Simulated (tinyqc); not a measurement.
Comparisons within one model: defect-molecule model of a vacancy with Jahn-Teller distortion. A value that a table varies takes the place of the one given here.

Four dangling hybrids a, b, c, d point into the vacancy: H_ii = E0, and -gm between any two. A tetragonal distortion Q pairs a with b and c with d: those two couplings become -gm - I Q and the other four -gm + I Q/2, at an elastic cost k Q^2/2. The a1 level holds two electrons; charge states 2+, + and 0 put n = 0, 1, 2 more into the lowest level of t2 origin. Energy from the 2+ state at Q = 0, with the Fermi level mu counted from Ev: W_n(Q) = n (et - 2 I Q) + k Q^2/2 + Uc n (n - 1)/2 - n mu. et = E0 + gm is the undistorted t2 level.

Constants: kB = 8.617333262e-05 eV/K.

Inputs chosen for the exercise (of the size used for the vacancy in silicon; the results hold for these values, not for the real material):
- E0 = -0.1 eV (level of a dangling hybrid, from Ev)
- gm = 0.35 eV (coupling between two dangling hybrids)
- I = 1.06 eV/angstrom (Jahn-Teller coupling)
- k = 15.3 eV/angstrom^2 (force constant of the mode)
- Uc = 0.32 eV (repulsion of two electrons in one orbital)
- T = 200 K (temperature)
- mu1 = -0 eV (first Fermi level)

## Occupation against the Fermi level

Weights g_n exp(-W_n/kT) with W_n = n et - n^2 E_JT + Uc n (n - 1)/2 - n mu, E_JT = 2 I^2/k, degeneracies 1, 6 (spin and three axes) and 3; mu = mu1 + 0.03 j eV.

Shares:
```
mu (eV)      2+       +       0  mean charge
0.00     0.9851  0.0149  0.0000       1.9851
0.03     0.9205  0.0793  0.0001       1.9204
0.06     0.6685  0.3285  0.0029       1.6656
0.09     0.2535  0.7103  0.0362       1.2174
0.12     0.0463  0.7392  0.2146       0.8317
0.15     0.0041  0.3751  0.6208       0.3834
0.18     0.0002  0.0958  0.9040       0.0962
0.21     0.0000  0.0183  0.9817       0.0183
0.24     0.0000  0.0033  0.9967       0.0033
```

U_eff = Uc - 2 E_JT = +0.026 eV and kT = 17.2 meV (the vacancy in silicon is known as negative-U; these values are not). The + state reaches at most 73.9 % on these rows, at mu = 0.12 eV. The mean charge goes from 1.99 to 0.00.

## When U turns negative

The force constant is varied. E_JT = 2 I^2/k, E(2+/+) = et - E_JT, E(+/0) = et - 3 E_JT + Uc, U_eff = Uc - 2 E_JT.

Against k:
```
k (eV/angstrom^2)  E_JT (eV)  (2+/+) (eV)  (+/0) (eV)  U_eff (eV)  Q of the neutral state (angstrom)
8                     0.2809      -0.0309     -0.2727     -0.2418                             0.5300
12                    0.1873       0.0627      0.0082     -0.0545                             0.3533
16                    0.1404       0.1095      0.1487      0.0391                             0.2650
24                    0.0936       0.1564      0.2891      0.1327                             0.1767
32                    0.0702       0.1798      0.3593      0.1795                             0.1325
48                    0.0468       0.2032      0.4295      0.2264                             0.0883
64                    0.0351       0.2149      0.4647      0.2498                             0.0663
96                    0.0234       0.2266      0.4998      0.2732                             0.0442
```

k at which U_eff = 0 = 14.04 eV/angstrom^2

Levels below 0 lie in the valence band. U_eff is negative for k below 4 I^2/Uc = 14.0: 2 of the 8 rows. The gain grows as n^2, so the second electron wins 3 E_JT where the first wins E_JT. For a stiff lattice the levels tend to et = 0.250 and et + Uc = 0.570 eV. Distortions above about 0.5 angstrom (1 of the rows) are beyond a linear coupling.

## What each parameter does

E_JT = 2 I^2/k, E(2+/+) = et - E_JT, E(+/0) = et - 3 E_JT + Uc, U_eff = E(+/0) - E(2+/+); a1 level E0 - 3 gm. Each row changes one parameter from the base and keeps the others.

Results:
```
case                     (2+/+) (eV)  (+/0) (eV)  U_eff (eV)  a1 (eV)
base                          0.1031      0.1294      0.0262  -1.1500
E0 = -0.05 eV                 0.1531      0.1794      0.0262  -1.1000
gm = 0.39 eV                  0.1431      0.1694      0.0262  -1.2700
I = 1.166 eV/angstrom         0.0723      0.0368     -0.0354  -1.1500
k = 16.83 eV/angstrom^2       0.1165      0.1694      0.0530  -1.1500
Uc = 0.38 eV                  0.1031      0.1894      0.0862  -1.1500
```

The largest shifts from the base row, up to three for each result and ties (the steps differ in size, so this ranks the rows, not the parameters). (2+/+) (eV): E0 +0.0500, gm +0.0400, I -0.0308; unchanged at the printed digits by Uc. (+/0) (eV): I -0.0925, Uc +0.0600, E0 +0.0500. U_eff (eV): I -0.0617, Uc +0.0600, k +0.0267; unchanged at the printed digits by E0 and gm. a1 (eV): gm -0.1200, E0 +0.0500; unchanged at the printed digits by I, k and Uc. E0 and gm move both levels alike, so U_eff depends on I, k and Uc alone.

Computed by tinyqc, a small Python program: `OMP_NUM_THREADS=1 python tinyqc.py 1481577 1481578 out.jsonl` (the numbers bound the seed that draws the inputs); one thread of a shared host (Intel(R) Xeon(R) Processor @ 2.30GHz), about 0.01 s for the whole set of steps.
